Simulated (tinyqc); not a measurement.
# Surface potential of a MOS transistor: implicit equation and explicit approximations: two studies

p-type body, charge-sheet picture, depletion and inversion only, full ionisation (an idealisation for deep acceptors), Boltzmann statistics (rough once Na exp(x - xn) passes about Nc/7). In units of Vt: xg = (Vg - Vfb)/Vt, x = psi/Vt, G = gamma/sqrt(Vt), xn = (2 phiF + Vc)/Vt. The implicit equation is (xg - x)^2 = G^2 [x - 1 + exp(x - xn)] for x above about 3. Cox = eps0 eox/tox.

Values chosen for this exercise; band and dielectric values close to those of germanium: temperature T = 250 K; band gap Eg = 0.655 eV; relative permittivity eps_r = 16.2; conduction-band density of states at T Nc = 7.99e18 cm^-3; valence-band density of states at T Nv = 4.63e18 cm^-3; relative permittivity of the gate insulator (close to silicon dioxide) eox = 3.9; insulator thickness tox = 1.8 nm; acceptor density Na = 1.7e18 cm^-3; flat-band voltage Vfb = -0.74 V; channel-body voltage Vc = 0 V; gate-body voltage Vg = 0.53 V.

Constants: q = 1.602176634e-19 C, kB = 1.380649e-23 J/K, Vt = kB T/q, eps0 = 8.8541878128e-14 F/cm where lengths are in cm. Results are converted to the units shown.

Each table varies one quantity; the others keep the values above.

## Accuracy of the approximations against gate voltage

ni = sqrt(Nc Nv) exp(-Eg/(2 Vt)), Eg in volts; phiF = Vt ln(Na/ni); gamma = sqrt(2 q eps0 eps_r Na)/Cox; VT = Vfb + Vt (xn + G sqrt(xn - 1)). Depletion value a = 1 + [sqrt(G^2/4 + xg - 1) - G/2]^2; inversion value b = xn + ln[(xg - xn)^2/G^2 - xn + 1] and first guess y = min(a, b) - ln(1 + exp(-|a - b|)) if a > xn + 1, else b = y = a; one second-order correction with D = exp(y - xn), p = 2 (xg - y) + G^2 (1 + D), w = (xg - y)^2 - G^2 (y - 1 + D): z = y + 2 w/(p + sqrt(p^2 - 2 (2 - G^2 D) w)), or the Newton step z = y + w/p where the root is not real. N_inv = (Cox Vt G/q) [sqrt(x - 1 + exp(x - xn)) - sqrt(x - 1)] at the root. Lambert form (Cox m Vt/q) W0[(G/(2 m sqrt(xn - 1))) exp((Vg - VT)/(m Vt))], m = 1 + G/(2 sqrt(xn - 1)). Errors under 1e-4 mV, and the linear form below VT, are printed as 0.

Accuracy of the approximations against gate voltage:

| Vg (V) | psi (V) | x - xn | error of y (mV) | error of z (mV) | N_inv (cm^-2) | Cox (Vg - VT)/q (cm^-2) | Lambert form (cm^-2) |
|---|---|---|---|---|---|---|---|
| -0.19 | 0.3048 | -13.71 | 0 | 0 | 1.244e5 | 0 | 4.959e4 |
| 0.01 | 0.4488 | -7.022 | 5.01e-3 | 0 | 8.114e7 | 0 | 6.163e7 |
| 0.21 | 0.5956 | -0.2075 | 4.05 | -4.36e-3 | 6.326e10 | 0 | 6.345e10 |
| 0.41 | 0.6660 | 3.059 | 12.5 | -1.15 | 1.367e12 | 2.388e12 | 1.415e12 |
| 0.61 | 0.6898 | 4.163 | 8.66 | -0.318 | 3.395e12 | 4.783e12 | 3.505e12 |
| 0.81 | 0.7041 | 4.827 | 6.72 | -0.137 | 5.571e12 | 7.178e12 | 5.734e12 |
| 1.01 | 0.7145 | 5.310 | 5.59 | -0.0756 | 7.807e12 | 9.572e12 | 8.016e12 |
| 1.21 | 0.7227 | 5.693 | 4.84 | -0.0478 | 1.008e13 | 1.197e13 | 1.033e13 |
| 1.41 | 0.7296 | 6.012 | 4.30 | -0.0327 | 1.237e13 | 1.436e13 | 1.265e13 |

psi rises from 0.305 to 0.730 V and ends 6.0 Vt above 2 phiF + Vc. Among the rows the first guess is off by at most 13 mV (at Vg = 0.41 V) and the corrected value by at most 1.2 mV. In the last row the linear form is 16 % above N_inv and the Lambert form 2.3 % above it; in the first row the Lambert form is 60 % below it. For Vg = 0.21, 0.41, 0.61, 0.81, 1.01, 1.21, 1.41 the electron quasi-Fermi level lies less than 2 Vt below the band edge at the surface, or above it, where degeneracy and confinement, left out, matter.

## Effect of the insulator thickness at fixed gate voltage

Same model as above.

Effect of the insulator thickness at fixed gate voltage:

| tox (nm) | psi (V) | x - xn | error of y (mV) | error of z (mV) | N_inv (cm^-2) | Cox (Vg - VT)/q (cm^-2) | Lambert form (cm^-2) |
|---|---|---|---|---|---|---|---|
| 0.6 | 0.7352 | 6.272 | 10.3 | -0.634 | 1.455e13 | 1.987e13 | 1.537e13 |
| 0.82 | 0.7218 | 5.649 | 9.71 | -0.495 | 9.793e12 | 1.341e13 | 1.027e13 |
| 1.1 | 0.7084 | 5.029 | 9.36 | -0.428 | 6.431e12 | 8.930e12 | 6.703e12 |
| 1.5 | 0.6927 | 4.301 | 9.46 | -0.436 | 3.775e12 | 5.429e12 | 3.912e12 |
| 2.1 | 0.6714 | 3.310 | 10.7 | -0.648 | 1.696e12 | 2.679e12 | 1.749e12 |
| 2.9 | 0.6361 | 1.672 | 8.33 | -0.184 | 3.861e11 | 7.824e11 | 3.959e11 |
| 3.9 | 0.5459 | -2.515 | 0.710 | 0 | 6.629e9 | 0 | 6.177e9 |
| 5.4 | 0.4093 | -8.857 | 1.61e-3 | 0 | 1.359e7 | 0 | 7.306e6 |

As tox goes from 0.6 to 5.4, psi falls from 0.735 to 0.409 V, x - xn falls from 6.27 to -8.86 and N_inv falls from 1.45e13 to 1.36e7 cm^-2. The Lambert form lies between 0.538 and 1.06 times N_inv. For tox = 0.6, 0.82, 1.1, 1.5, 2.1, 2.9 the electron quasi-Fermi level lies less than 2 Vt below the band edge at the surface, or above it, where degeneracy and confinement, left out, matter.

tinyqc, about 0.01 s, one thread, Intel Xeon 2.30GHz (shared host): `OMP_NUM_THREADS=1 python tinyqc.py 2122147 2122148 out.jsonl`
